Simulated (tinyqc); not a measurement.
Dopant redistribution at a moving silicon-oxide interface during parabolic oxidation. From one set of inputs to another, one input at a time. Computed by tinyqc, a small Python program. Command: `OMP_NUM_THREADS=1 python tinyqc.py 3016988 3016989 out.jsonl segox ladder`. One thread of a shared host (Intel(R) Xeon(R) Processor @ 2.30GHz), about 0.01 s of CPU time with the checks.

Uniformly doped silicon is oxidised with x_ox = sqrt(B t); the interface advances into the silicon by alpha x_ox, alpha = 0.44. The dopant does not move in the oxide, and at the interface C(silicon) = m C(oxide).

The inputs printed are set A. Set A is modelled on phosphorus in silicon under steam; the values taken over come from a set modelled on arsenic in silicon under steam. Inputs not listed in the table keep their values of set A, so the rows need not describe a real material.

Inputs (values chosen for the exercise, modelled on phosphorus in silicon under steam):

| quantity | value | unit |
|---|---|---|
| dopant prefactor D0 | 4.65 | cm^2/s |
| dopant activation energy E | 3.7 | eV |
| oxidation prefactor B0 | 416 | um^2/h |
| oxidation activation energy E_B | 0.778 | eV |
| segregation coefficient m = C(silicon)/C(oxide) | 13 | - |
| bulk doping C_B | 5.4e+16 | 1/cm^3 |
| temperature T | 950 | C |
| time t | 10 | h |

Constants: k_B = 8.617333262e-05 eV/K.

Method:
- D = D0 exp(-E/(k_B T)), converted with 1 cm^2/s = 3.6e11 um^2/h; B = B0 exp(-E_B/(k_B T)); s = alpha sqrt(B/(4 D)), the interface advance over 2 sqrt(D t).
- Temperatures in kelvin are T(C) + 273.15.
- With the dopant diffusivity D and s = alpha x_ox/(2 sqrt(D t)), in the silicon C = C_B + (C_s - C_B) erfc(y/(2 sqrt(D t)))/erfc(s), y from the original surface. Dopant balance at the interface gives C_s/C_B = 1/[1 + (1/(m alpha) - 1) g], g = sqrt(pi) s exp(s^2) erfc(s).

Each row keeps all changes above it:

| input moved | from | to | ratio C_s/C_B | s | concentration in the oxide (1/cm^3) |
|---|---|---|---|---|---|
| set A | - | - | 4.923 | 3.630 | 2.045e+16 |
| bulk doping C_B (1/cm^3) | 5.4e+16 | 8.1e+16 | 4.923 | 3.630 | 3.068e+16 |
| temperature T (C) | 950 | 975 | 4.523 | 2.750 | 2.818e+16 |
| dopant prefactor D0 (cm^2/s) and dopant activation energy E (eV) | 4.65, 3.7 | 9.56, 3.98 | 5.468 | 7.049 | 3.407e+16 |
| oxidation prefactor B0 (um^2/h) and oxidation activation energy E_B (eV) | 416, 0.778 | 350, 0.788 | 5.398 | 6.172 | 3.363e+16 |
| segregation coefficient m = C(silicon)/C(oxide) | 13 | 9.5 | 4.018 | 6.172 | 3.426e+16 |

Where does the difference come from?

Ratio C_s/C_B goes from 4.92 to 4.02, a factor 0.816 in all. The largest single move comes from segregation coefficient m = C(silicon)/C(oxide) (a factor 0.744), and dopant prefactor D0 with dopant activation energy E works against it (a factor 1.21). s goes from 3.63 to 6.17, a factor 1.70 in all. The largest single move comes from dopant prefactor D0 with dopant activation energy E (a factor 2.56), and temperature T works against it (a factor 0.758). Concentration in the oxide goes from 2.05e16 to 3.43e16, a factor 1.68 in all. The largest single move comes from bulk doping C_B (a factor 1.50), and temperature T works against it (a factor 0.919). The single moves hold for this order of the switches; the total does not depend on the order.

Caution (all rows): parabolic growth needs an oxide much thicker than the Deal-Grove length A, which fails for thin films and low temperatures; oxidation-enhanced or retarded diffusion is ignored.

Extremes, crossings and ranges named in words are read from the listed rows.
